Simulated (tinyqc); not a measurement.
Programming of a floating-gate cell by Fowler-Nordheim tunnelling: one step of the calculation.

Per tunnel area the floating gate has Ctun = 3.9 eps0/tox to the channel (0 V) and Ccg to the control gate, Ct = Ctun/(1 - ag), no other coupling. With the threshold shift U = -Q/Ccg the field is F = ag (Vg - U)/tox, and dU/dt = J/Ccg. Fowler-Nordheim: J = A F^2 exp(-B/F), A = q^2/(16 pi^2 hbar mo phi) (times 1e14 for A/cm^2 with F in V/nm, emitter mass m0), B = (4/3) sqrt(mo/C) phi^1.5, C = hbar^2/(2 m0).

Question. Explicit time steps against the exact solution. U(new) = U + dt J(F(U))/Ccg. Exact: exp(B/F(t)) = exp(B/F(0)) + K t, K = A B ag/(Ccg tox), and U = Vg - tox F/ag.

Inputs (values chosen for the exercise); oxide values close to those of silicon dioxide:

| symbol | value | unit | meaning |
|---|---|---|---|
| phi | 3.11 | eV | tunnel barrier |
| mo | 0.45 | m0 | tunnelling mass |
| tox | 9.8 | nm | tunnel oxide thickness |
| ag | 0.61 |  | coupling ratio Ccg/Ct |
| Vt0 | -0.8 | V | threshold shift at the start |
| Vg | 19.1 | V | control-gate voltage |
| dt | 1.1 | us | time step |
| n | 8 |  | steps |

Constants: q = 1.602176634e-19 C, hbar = 1.054571817e-34 J s, m0 = 9.1093837015e-31 kg, eps0 = 8.8541878128e-14 F/cm where lengths are in cm, hbar^2/(2 m0) = 0.0380998212 eV nm^2. Results are converted to the units shown.

Find: t; F; J; U by steps; U exact.

Answer.

```
step  t (us)  F (V/nm)  J (A/cm^2)  U by steps (V)  U exact (V)
0          0    1.2387     0.26081        -0.80000     -0.80000
1     1.1000    1.2063     0.14342        -0.27944     -0.39100
2     2.2000    1.1885     0.10187         0.00682     -0.11488
3     3.3000    1.1758    0.079412         0.21013      0.09235
4     4.4000    1.1659    0.065166         0.36863      0.25758
5     5.5000    1.1578    0.055273         0.49870      0.39459
6     6.6000    1.1510    0.047985         0.60902      0.51140
7     7.7000    1.1450    0.042386         0.70479      0.61303
8     8.8000    1.1397    0.037947         0.78939      0.70288
```

Range of the model: Programming fields of 10 MV/cm and more wear the oxide; trapping and the channel potential are ignored.

Numbers from tinyqc (`OMP_NUM_THREADS=1 python tinyqc.py 2130058 2130059 out.jsonl`; about 0.01 s on one thread of a shared Intel Xeon 2.30GHz).
